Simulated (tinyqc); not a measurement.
Worked calculation: CIS on RHF in the sto-3g basis, for H2, spin multiplicity 1. One step of it, computed by the program tinyqc.

Question. Iteration 1: diagonalisation and new density. Diagonalise F' = X^T F X, C = X C', fill 1 alpha and 1 beta electrons from the bottom; D = 2 C_occ C_occ^T. Each column has its largest component positive (the first on a tie).

Fock matrix F (hartree), order 1H 1s, 2H 1s:
$$\begin{pmatrix}
-0.247650 & -0.478069 \\
-0.478069 & -0.247650
\end{pmatrix}$$

X, order 1H 1s, 2H 1s:
$$\begin{pmatrix}
0.997087 & 0.577914 \\
-0.997087 & 0.577914
\end{pmatrix}$$

Give: F' = X^T F X; orbital energies; coefficients C; D after iteration 1.

Answer.

F' = X^T F X (hartree):
$$\begin{pmatrix}
0.4582 & 0.0000 \\
0.0000 & -0.4848
\end{pmatrix}$$

orbital energies (hartree): MO1 -0.4848, MO2 0.4582

coefficients C, order 1H 1s, 2H 1s:
$$\begin{pmatrix}
0.5779 & 0.9971 \\
0.5779 & -0.9971
\end{pmatrix}$$

D after iteration 1, order 1H 1s, 2H 1s:
$$\begin{pmatrix}
0.6680 & 0.6680 \\
0.6680 & 0.6680
\end{pmatrix}$$
